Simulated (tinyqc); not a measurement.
Width and zero-phonon weight against temperature: configuration-coordinate model of a defect: Huang-Rhys factor and luminescence line shape. Computed by tinyqc, a small Python program. Command: `OMP_NUM_THREADS=1 python tinyqc.py 3021831 3021832 out.jsonl ccline walk`. One thread of a shared host (Intel(R) Xeon(R) Processor @ 2.30GHz), about 0.02 s of CPU time with the checks.

Ground state E_g(Q) = (1/2) omega_g^2 Q^2; excited state E_e(Q) = E_0 + (1/2) omega_e^2 (Q - dQ)^2 with E_0 = E_ZPL - (hbar omega_e - hbar omega_g)/2. Q is mass-weighted; the dipole does not depend on Q (Condon approximation).

Inputs (values chosen for the exercise, for a model defect in a wide-gap host):

| quantity | value | unit |
|---|---|---|
| zero-phonon energy E_ZPL | 4.33 | eV |
| displacement dQ | 0.753 | u^(1/2) angstrom |
| ground-state phonon hbar omega_g | 63.2 | meV |
| excited-state phonon hbar omega_e | 56.3 | meV |

Modes: different frequencies.

Constants: hbar^2/u = 4.18015928e-03 eV angstrom^2; k_B = 8.617333262e-05 eV/K.

Method:
- S = hbar omega dQ^2/(2 hbar^2/u) for each state; relaxation energy S hbar omega; absorption at E_0 + S_e hbar omega_e, emission at E_0 - S_g hbar omega_g; the Stokes shift is their difference.
- Overlaps <m_e|n_g> of harmonic-oscillator functions (Hermite recursion, positive leading coefficients) by a sum over an even grid (700 points from x = -9 to 9 + d for the small table, 1500 points from -16 to 16 + d for the thermal sums), with x = Q sqrt(omega_g/hbar), d = sqrt(2 S_g) and frequency ratio omega_e/omega_g.
- Initial levels m = 0..24 carry Boltzmann weights exp(-m hbar omega_e/k_B T), normalised; final levels n = 0..79; a line lies at E_ZPL + m hbar omega_e - n hbar omega_g with weight w_m <m|n>^2. Moments are taken over these weights without the E^3 factor; FWHM = 2 sqrt(2 ln 2) x standard deviation; the zero-phonon weight is w_0 <0|0>^2, since the other m -> m lines are offset by m (hbar omega_e - hbar omega_g).
- For comparison: FWHM(0) sqrt(coth(hbar omega_e/2 k_B T)) with FWHM(0) from the first row, and exp(-S_g coth(hbar omega_e/2 k_B T)).

S_g = 4.28632

Against temperature:

| T (K) | mean energy (eV) | FWHM (eV) | coth law (eV) | zero-phonon weight | exp(-S coth) |
|---|---|---|---|---|---|
| 33 | 4.0589 | 0.32668 | 0.32668 | 0.017589 | 1.3756e-02 |
| 98 | 4.0589 | 0.32710 | 0.32710 | 0.017566 | 1.3606e-02 |
| 200 | 4.0586 | 0.33940 | 0.33939 | 0.016918 | 9.7921e-03 |
| 330 | 4.0577 | 0.37548 | 0.37539 | 0.015160 | 3.4830e-03 |
| 520 | 4.0560 | 0.43804 | 0.43779 | 0.012582 | 4.5378e-04 |
| 780 | 4.0533 | 0.51973 | 0.51918 | 0.009977 | 1.9873e-05 |
| 1100 | 4.0499 | 0.60921 | 0.60817 | 0.007877 | 3.5352e-07 |

What follows from these numbers?

The width grows by a factor 1.86, flat while k_B T is well below hbar omega and as sqrt(T) above; the coth law, exact only for equal frequencies, misses by at most 0.17 %. The mean energy moves by -9.0 meV because the frequencies differ. The zero-phonon weight goes from 0.0176 to 0.00788, against 0.0138 to 3.54e-7 for the exponential rule, which assumes many modes of equal frequency in both states.
